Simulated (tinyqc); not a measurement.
# Tunnelling through a gate dielectric, WKB transmission and Tsu-Esaki current: what changes with what

Electrons leave the emitter at x = 0. Energies E (motion across the layers) are in eV from the emitter Fermi level; the collector Fermi level lies at -V and offers states at every E. No charge in the dielectric and no image force: F1 = V/t1, U = phi1 - F1 x. With C = hbar^2/(2 m0), kappa = sqrt(m (U - E)/C) where U > E and 0 elsewhere; T(E) = exp(-S), S = 2 times the integral of kappa over x.

Inputs (values chosen for the exercise); dielectric values close to those of silicon dioxide:
```
symbol,value,unit,meaning
T,300,K,temperature
Ef,0.13,eV,Fermi energy of the emitter above its band bottom
me,0.64,m0,emitter mass in the supply function
phi1,3.24,eV,barrier of layer 1 above the emitter Fermi level at zero bias
m1,0.48,m0,tunnelling mass of layer 1
t1,6,nm,thickness of layer 1
V,4,V,voltage across the dielectric
```

Constants: q = 1.602176634e-19 C, kB = 1.380649e-23 J/K, hbar = 1.054571817e-34 J s, m0 = 9.1093837015e-31 kg, Vt = kB T/q, hbar^2/(2 m0) = 0.0380998212 eV nm^2. Results are converted to the units shown.

Each table varies one quantity; the others keep the values above.

## Effect of the tunnelling mass m1

Each layer adds (2/F) sqrt(m/C) [G(u at its left edge) - G(u at its right edge)] to S, with u = U - E (0 where negative) and G(u) = (2/3) u^1.5. J = J0 times the integral of T(E) N(E) dE, N = ln[(1 + exp(-E/Vt))/(1 + exp((-E - V)/Vt))], J0 = q^2 me m0 kB T/(2 pi^2 hbar^3) (times 1e-4 for A/cm^2 per eV), from E = -Ef to far above the barrier (T = 1 there), by quadrature converged to the digits shown.

Result of one run:

| m1 (m0) | S at E = 0 | T(E = 0) | J (A/cm^2) | mean E of the current (eV) |
|---|---|---|---|---|
| 0.4 | 37.79 | 3.860e-17 | 1.427e-9 | -0.02805 |

What becomes of these results when the tunnelling mass of layer 1 m1 is changed from 0.4 to 0.25 m0, all else the same?

Result of the changed run:

| m1 (m0) | S at E = 0 | T(E = 0) | J (A/cm^2) | mean E of the current (eV) |
|---|---|---|---|---|
| 0.25 | 29.88 | 1.057e-13 | 4.452e-6 | -0.04195 |

The whole series:

| m1 (m0) | S at E = 0 | T(E = 0) | J (A/cm^2) | mean E of the current (eV) |
|---|---|---|---|---|
| 0.12 | 20.70 | 1.023e-9 | 0.05313 | -0.05512 |
| 0.15 | 23.14 | 8.889e-11 | 0.004342 | -0.05188 |
| 0.2 | 26.72 | 2.477e-12 | 1.114e-4 | -0.04679 |
| 0.25 | 29.88 | 1.057e-13 | 4.452e-6 | -0.04195 |
| 0.31 | 33.27 | 3.553e-15 | 1.406e-7 | -0.03632 |
| 0.4 | 37.79 | 3.860e-17 | 1.427e-9 | -0.02805 |
| 0.5 | 42.25 | 4.458e-19 | 1.569e-11 | -0.01886 |
| 0.63 | 47.43 | 2.519e-21 | 8.587e-14 | -0.006573 |

J falls from 0.0531 to 8.59e-14 A/cm^2. S goes as m1^(0.50): kappa is proportional to the square root of the mass.

## Effect of the barrier height

Same model as above.

Effect of the barrier height:

| phi1 (eV) | S at E = 0 | T(E = 0) | J (A/cm^2) | mean E of the current (eV) |
|---|---|---|---|---|
| 1.6 | 14.37 | 5.760e-7 | 24.51 | -0.04307 |
| 1.9 | 18.59 | 8.428e-9 | 0.3416 | -0.03891 |
| 2.2 | 23.16 | 8.705e-11 | 0.003388 | -0.03482 |
| 2.5 | 28.06 | 6.507e-13 | 2.449e-5 | -0.03076 |
| 2.8 | 33.26 | 3.591e-15 | 1.315e-7 | -0.02670 |
| 3.1 | 38.75 | 1.488e-17 | 5.326e-10 | -0.02262 |
| 3.4 | 44.50 | 4.697e-20 | 1.651e-12 | -0.01850 |
| 3.7 | 50.52 | 1.143e-22 | 3.963e-15 | -0.01433 |

J falls from 24.5 to 3.96e-15 A/cm^2, on average 7.52 decades for each eV, while S rises from 14.4 to 50.5, as phi1^(1.50) over the table (a flat barrier gives 0.5, a triangular one 1.5). V exceeds phi1 in every row, so all are in the Fowler-Nordheim regime.

## A Fowler-Nordheim plot

The thickness is set to t1 = 7.2 nm and V = F t1. The closed formula is J = A F^2 exp(-B/F), A = q^2 me/(16 pi^2 hbar m1 phi1) (A/V^2 with phi1 in volts), B = (4/3) sqrt(m1/C) phi1^1.5 (V/nm), C = hbar^2/(2 m0); it assumes zero temperature, a deep Fermi sea and S linear in E.

Result of one run:

| F (V/nm) | J (A/cm^2) | J by the formula (A/cm^2) | ln(J/F^2), F in V/cm |
|---|---|---|---|
| 0.94 | 7.537e-6 | 9.926e-6 | -43.91 |

What becomes of these results when the field F is changed from 0.94 to 0.83 V/nm, all else the same?

Result of the changed run:

| F (V/nm) | J (A/cm^2) | J by the formula (A/cm^2) | ln(J/F^2), F in V/cm |
|---|---|---|---|
| 0.83 | 1.432e-7 | 1.580e-7 | -47.62 |

The whole series:

| F (V/nm) | J (A/cm^2) | J by the formula (A/cm^2) | ln(J/F^2), F in V/cm |
|---|---|---|---|
| 0.6 | 3.608e-13 | 2.403e-13 | -59.86 |
| 0.71 | 4.778e-10 | 4.189e-10 | -53.01 |
| 0.83 | 1.432e-7 | 1.580e-7 | -47.62 |
| 0.94 | 7.537e-6 | 9.926e-6 | -43.91 |
| 1.06 | 2.246e-4 | 3.505e-4 | -40.75 |
| 1.17 | 0.002749 | 0.004939 | -38.45 |
| 1.29 | 0.02604 | 0.05389 | -36.39 |
| 1.4 | 0.1461 | 0.3409 | -34.83 |

The slope of ln(J/F^2) against 1/F between the end rows is -26.28 V/nm, against B = 27.60 V/nm; read as B it gives phi1 = 3.14 eV. The integrated current is 50 % above the formula in the first row and 0.43 times it in the last. The shortfall in the last row comes from the shallow Fermi sea, which cuts off supply that the formula counts. The excess in the first row is thermal: at 20 K it is gone. In 4 of the 8 rows the field exceeds 10 MV/cm (up to 14.0), more than most dielectrics sustain; the model ignores breakdown.

## Effect of the thickness t1 at fixed voltage

Same model as above.

Effect of the thickness t1 at fixed voltage:

| t1 (nm) | S at E = 0 | T(E = 0) | J (A/cm^2) | mean E of the current (eV) |
|---|---|---|---|---|
| 3.6 | 24.84 | 1.629e-11 | 7.644e-4 | -0.04952 |
| 4.41 | 30.43 | 6.091e-14 | 2.539e-6 | -0.04107 |
| 5.23 | 36.09 | 2.125e-16 | 8.046e-9 | -0.03128 |
| 6.04 | 41.68 | 7.945e-19 | 2.811e-11 | -0.02011 |
| 6.86 | 47.33 | 2.772e-21 | 9.452e-14 | -0.006819 |
| 7.67 | 52.92 | 1.036e-23 | 3.537e-16 | 0.009013 |
| 8.49 | 58.58 | 3.616e-26 | 1.294e-18 | 0.02908 |
| 9.3 | 64.17 | 1.352e-28 | 5.371e-21 | 0.05521 |

What does the comparison show?

J falls from 7.64e-4 to 5.37e-21 A/cm^2: 3.06 decades a nanometre between the first two rows and 2.94 between the last two. The exponent S alone gives dS/dt/ln 10 = 3.00 and 3.00. In 1 of the 8 rows the field exceeds 10 MV/cm (up to 11.1), more than most dielectrics sustain; the model ignores breakdown.

Computed by the program tinyqc: `OMP_NUM_THREADS=1 python tinyqc.py 2540019 2540020 out.jsonl`, one thread of a shared Intel Xeon 2.30GHz, about 0.03 s for the whole run.
